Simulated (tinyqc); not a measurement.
Doping level: carrier statistics of a doped semiconductor with parabolic bands.

Eg(T) = Eg0 - al T^2/(T + be); m_de = Mv^(2/3) (ml mt^2)^(1/3); m_dh = (mhh^(3/2) + mlh^(3/2))^(2/3); Nc and Nv from N = 2 (m kB T/(4 pi c))^(3/2) with c = hbar^2/2m0, in 1/angstrom^3; times 1e24 for 1/cm^3.

Energies are counted from Ev, so Ec = Eg. n = Nc F_1/2((EF - Eg)/kT), p = Nv F_1/2(-EF/kT), ND+ = ND/(1 + 2 exp((EF - Eg + ED)/kT)), NA- = NA/(1 + 4 exp((EA - EF)/kT)); neutrality asks p + ND+ = n + NA-. F_j(eta) = (1/Gamma(j + 1)) integral_0^infinity x^j dx/(1 + exp(x - eta)), which tends to exp(eta) for eta << 0.

Constants: hbar^2/2m0 = 3.80998211 eV angstrom^2; kB = 8.617333262e-05 eV/K.

Parameters, chosen for this exercise (near those of Ge; not measured data): Eg0 = 0.7441 eV (gap at 0 K); al = 0.000477 eV/K (Varshni alpha); be = 237 K (Varshni beta); ml = 1.59 m0 (longitudinal electron mass); mt = 0.0811 m0 (transverse electron mass); Mv = 4 (equivalent valleys); mhh = 0.332 m0 (heavy-hole mass); mlh = 0.0429 m0 (light-hole mass); ED = 0.0121 eV (donor level below Ec); EA = 0.0109 eV (acceptor level above Ev); T = 300 K.

Only donors are present (NA = 0); eta is the distance of EF beyond the conduction edge in units of kT.

Neutral state:

| ND (1/cm^3) | EF (eV) | majority (1/cm^3) | ionised share | eta |
|---|---|---|---|---|
| 1.0e+14 | 0.3667 | 1.03e+14 | 1.000 | -11.50 |
| 1.0e+15 | 0.4254 | 1.00e+15 | 1.000 | -9.24 |
| 1.0e+16 | 0.4848 | 9.97e+15 | 0.997 | -6.94 |
| 1.0e+17 | 0.5437 | 9.71e+16 | 0.971 | -4.66 |
| 1.0e+18 | 0.5988 | 7.97e+17 | 0.797 | -2.53 |
| 3.0e+18 | 0.6216 | 1.86e+18 | 0.619 | -1.65 |
| 1.0e+19 | 0.6439 | 4.07e+18 | 0.407 | -0.79 |
| 3.0e+19 | 0.6626 | 7.49e+18 | 0.250 | -0.06 |

The impurity level lies at 0.6521 eV. The ionised share falls from 1.000 to 0.250 as EF passes through it between 1e+19 and 3e+19 1/cm^3 (share 1/3 there); it is below one half from 1e+19 1/cm^3 on. Over the last two rows the doping grows threefold and the majority density by a factor 1.84. EF comes within 3 kT of the majority band edge from 1e+18 1/cm^3 on. Above roughly 3e+17 1/cm^3 (N^(1/3) a = 0.26, with the radius a = sqrt(c/(m E)) from the ionisation energy E and the mass (ml mt^2)^(1/3)) the levels merge with the band and real ionisation is complete; sharp levels then overstate freeze-out.

Computed by tinyqc, a small Python program: `OMP_NUM_THREADS=1 python tinyqc.py 1680181 1680182 out.jsonl` (the numbers bound the seed that draws the inputs); one thread of a shared host (Intel(R) Xeon(R) Processor @ 2.30GHz), about 0.01 s for the whole set of steps.
